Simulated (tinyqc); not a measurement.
From results back to parameters: inversion layer as a triangular well, valleys of the Ge type. Three cases, with inputs chosen for the exercise.

Problem. The spacing of the two lowest levels of one ladder was computed from a hidden sheet density Ns.

The field is taken as constant, e F = 4 pi (e^2/4 pi eps0)(Nd + eta Ns)/eps, with 1e12/cm^2 = 1e-4/angstrom^2, and the oxide as a hard wall at z = 0; c = hbar^2/2m0.

Level j of a valley lies at E_j = a_j (c (e F)^2/m_z)^(1/3) above the band edge at the surface, with the Airy zeros a_j = 2.338107, 4.087949, 5.520560, 6.786708, 7.944134, 9.022651, 10.040174, 11.008524, 11.936016, 12.828777, and has <z> = 2 E_j/(3 e F).

Constants: hbar^2/2m0 = 3.80998211 eV angstrom^2; e^2/(4 pi eps0) = 14.39964547 eV angstrom.

Find: F; Ns.

Method. e F = sqrt(m_z/c) [(E_1 - E_0)/(a_1 - a_0)]^(3/2), with a_0 and a_1 the first two zeros; then Ns = (eps e F/(4 pi e^2/4 pi eps0) - Nd)/eta.

Case 1.

Values chosen (near those of Ge; the results hold for these values, not for the real material): m_z = 0.2256 m0 (confinement mass); eps = 15.8 (dielectric constant); Nd = 0.14 x 1e12/cm^2 (depletion charge); eta = 0.75 (share of Ns in the effective field).

E_1 - E_0 = 42.6146 meV

Solution.

F = 0.0925 MV/cm
Ns = 0.89 x 1e12/cm^2

Case 2.

Values chosen (near those of Ge; the results hold for these values, not for the real material): m_z = 1.57 m0 (confinement mass); eps = 16 (dielectric constant); Nd = 0.26 x 1e12/cm^2 (depletion charge); eta = 0.5 (share of Ns in the effective field).

E_1 - E_0 = 86.6996 meV

Solution.

F = 0.7080 MV/cm
Ns = 12.00 x 1e12/cm^2

Case 3.

Values chosen (near those of Ge; the results hold for these values, not for the real material): m_z = 0.2252 m0 (confinement mass); eps = 16.2 (dielectric constant); Nd = 0.1 x 1e12/cm^2 (depletion charge); eta = 0.5 (share of Ns in the effective field).

E_1 - E_0 = 152.5013 meV

Solution.

F = 0.6255 MV/cm
Ns = 11.00 x 1e12/cm^2

Computed by tinyqc, one run a case: `OMP_NUM_THREADS=1 python tinyqc.py N N+1 out.jsonl` with N = 1251157, 1251406, 1251472; one thread of a shared Intel(R) Xeon(R) Processor @ 2.30GHz, about 0.03 s a run at most.
